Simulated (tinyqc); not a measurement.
From one set of inputs to another, one input at a time: sheet resistance of a shallow doped layer with concentration-dependent mobility and limited activation. Computed by tinyqc, a small Python program. Command: `OMP_NUM_THREADS=1 python tinyqc.py 3002639 3002640 out.jsonl irvin ladder`. One thread of a shared host (Intel(R) Xeon(R) Processor @ 2.30GHz), about 0.03 s of CPU time with the checks.

A layer of one dopant lies in a background of the opposite type. Current flows parallel to the surface down to the junction; depletion is ignored.

The inputs printed are set A. Set A is modelled on antimony in silicon; the values taken over come from a set modelled on boron in silicon. Inputs not listed in the table keep their values of set A, so the rows need not describe a real material.

Inputs (values chosen for the exercise, modelled on antimony in silicon):

| quantity | value | unit |
|---|---|---|
| surface concentration C_s | 5.5e+20 | 1/cm^3 |
| length l | 140 | nm |
| tail abruptness | 7.1 | nm/decade |
| background C_B | 1.5e+16 | 1/cm^3 |
| mobility floor mu_min | 59.7 | cm^2/(V s) |
| mobility mu_max | 1390 | cm^2/(V s) |
| reference density N_r | 8.87e+16 | 1/cm^3 |
| exponent alpha | 0.707 | - |
| prefactor of the active limit | 4.3e+21 | 1/cm^3 |
| energy of the active limit | 0.55 | eV |
| anneal temperature T | 1050 | C |

Profile: box with exponential tail.

Constants: k_B = 8.617333262e-05 eV/K; e = 1.602176634e-19 C.

Method:
- C(x) = C_s for x < l and C_s 10^(-(x - l)/abruptness) beyond.
- Temperatures in kelvin are T(C) + 273.15.
- Active limit C_a = prefactor x exp(-energy/(k_B T)); the junction lies where C = C_B, and the profile exceeds C_a down to x_a (zero if C_s is below C_a). Slope at the junction in nm per decade = ln(10) C/|dC/dx|.
- Active density N = min(C, C_a); carriers n = N - C_B; mobility mu = mu_min + (mu_max - mu_min)/(1 + ((N + C_B)/N_r)^alpha).
- Integrals from 0 to x_j, where C = C_B (Gauss-Legendre, 60 points on each smooth piece; 1 nm = 1e-7 cm): dose int C dx, carriers int n dx, mean mobility int n mu dx/int n dx, R_s = 1/(e int n mu dx).

Each row keeps all changes above it:

| input moved | from | to | sheet resistance R_s (ohm/square) | carriers per dopant atom | product R_s x_j (ohm nm) |
|---|---|---|---|---|---|
| set A | - | - | 149.7 | 0.0665 | 25801 |
| tail abruptness (nm/decade) | 7.1 | 4.4 | 154.6 | 0.0651 | 24745 |
| surface concentration C_s (1/cm^3) | 5.5e+20 | 4.5e+20 | 155.0 | 0.0794 | 24750 |
| background C_B (1/cm^3) | 1.5e+16 | 2.5e+18 | 170.0 | 0.0735 | 25487 |
| anneal temperature T (C) | 1050 | 1100 | 144.8 | 0.0886 | 21713 |
| length l (nm) | 140 | 23 | 722.2 | 0.1006 | 23778 |
| prefactor of the active limit (1/cm^3) and energy of the active limit (eV) | 4.3e+21, 0.55 | 7.9e+22, 0.723 | 204.8 | 0.4104 | 6743 |
| mobility mu_max (cm^2/(V s)) and mobility floor mu_min (cm^2/(V s)) and reference density N_r (1/cm^3) and exponent alpha | 1390, 59.7, 8.87e+16, 0.707 | 464, 50.2, 1.66e+17, 0.692 | 252.7 | 0.4104 | 8320 |

Which inputs carry the difference?

Sheet resistance R_s goes from 150 to 253, a factor 1.69 in all. The largest single move comes from length l (a factor 4.99), and prefactor of the active limit with energy of the active limit works against it (a factor 0.284). Carriers per dopant atom goes from 0.0665 to 0.410, a factor 6.17 in all. The largest single move comes from prefactor of the active limit with energy of the active limit (a factor 4.08). Product R_s x_j goes from 25800 to 8320, a factor 0.322 in all. The largest single move comes from prefactor of the active limit with energy of the active limit (a factor 0.284), and mobility mu_max with mobility floor mu_min with reference density N_r with exponent alpha works against it (a factor 1.23). The single moves hold for this order of the switches; the total does not depend on the order.

Extremes, crossings and ranges named in words are read from the listed rows.
